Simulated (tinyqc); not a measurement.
## Mobility and threshold from two currents

Inverse problem. In the linear region I = mu Cox (W/L) [(Vgs - VT) Vds - m Vds^2/2], Cox = eps0 eox/tox. Find mu and VT.

Inputs (values chosen for the exercise):
```
symbol  value  unit                                      meaning
eox      9.16        relative permittivity of the gate insulator
tox        33    nm                          insulator thickness
W          20    um                                   gate width
L         0.5    um                                  gate length
```

Constants: eps0 = 8.8541878128e-14 F/cm where lengths are in cm. Results are converted to the units shown.

I at Vgs = 2.54 and 3.04 V, Vds = 0.05 V (uA): 18.502960  43.080039
m = 1.0886549

Answer. The slope dI/dVgs is mu Cox (W/L) Vds; the line meets zero current at VT + m Vds/2.

mu = 100.0 cm^2/(V s)
VT = 2.136 V

Numbers from tinyqc (`OMP_NUM_THREADS=1 python tinyqc.py 2360153 2360154 out.jsonl`; about 0.05 s on one thread of a shared Intel Xeon 2.30GHz).
